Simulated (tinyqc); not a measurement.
Raman shift of the zone-centre optical phonon of a diamond-structure crystal under stress: one step, computed by the program tinyqc. Command: `OMP_NUM_THREADS=1 python tinyqc.py 3001944 3001945 out.jsonl ramanstress walk`. One thread of a shared host (Intel(R) Xeon(R) Processor @ 2.30GHz), about 0.01 s of CPU time with the checks.

Axes x, y, z are the cube axes. Strain shifts the threefold optical mode and can split it; p, q and r are the phonon deformation potentials.

Problem. Stress and strain tensors. Hydrostatic stress: sigma_ij = sigma delta_ij. eps_xx = S11 sigma_xx + S12 (sigma_yy + sigma_zz), and cyclic; eps_xy = S44 sigma_xy/2 (tensor strain).

Inputs (values chosen for the exercise, modelled on germanium): stress sigma (tension positive) = -0.36 GPa.

Stress state: hydrostatic. Axis: none.

S44 = 15.18603 1/TPa

S11 = 9.964277 1/TPa

S12 = -2.756751 1/TPa

Give: stress; strain; volume strain.

Solution.

stress (GPa):
```
       x      y      z
x  -0.36   0.00   0.00
y   0.00  -0.36   0.00
z   0.00   0.00  -0.36
```

strain (per mille):
```
        x       y       z
x  -1.602   0.000   0.000
y   0.000  -1.602   0.000
z   0.000   0.000  -1.602
```

volume strain = -4.807 per mille
